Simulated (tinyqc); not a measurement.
Raman shift of the zone-centre optical phonon of a diamond-structure crystal under stress: one step, computed by the program tinyqc. Command: `OMP_NUM_THREADS=1 python tinyqc.py 3002728 3002729 out.jsonl ramanstress walk`. One thread of a shared host (Intel(R) Xeon(R) Processor @ 2.30GHz), about 0.01 s of CPU time with the checks.

Axes x, y, z are the cube axes. Strain shifts the threefold optical mode and can split it; p, q and r are the phonon deformation potentials.

Problem. Stress and strain tensors. Equal biaxial stress in the plane normal to the axis (unit vector n): sigma_ij = sigma (delta_ij - n_i n_j). eps_xx = S11 sigma_xx + S12 (sigma_yy + sigma_zz), and cyclic; eps_xy = S44 sigma_xy/2 (tensor strain).

Inputs (values chosen for the exercise, modelled on diamond): stress sigma (tension positive) = -0.61 GPa.

Stress state: biaxial. Axis: [001].

S44 = 1.725030 1/TPa

S11 = 0.9514019 1/TPa

S12 = -0.09879760 1/TPa

Give: stress; strain; volume strain.

Solution.

stress (GPa):
```
       x      y     z
x  -0.61   0.00  0.00
y   0.00  -0.61  0.00
z   0.00   0.00  0.00
```

strain (per mille):
```
          x         y        z
x  -0.52009   0.00000  0.00000
y   0.00000  -0.52009  0.00000
z   0.00000   0.00000  0.12053
```

volume strain = -0.91964 per mille
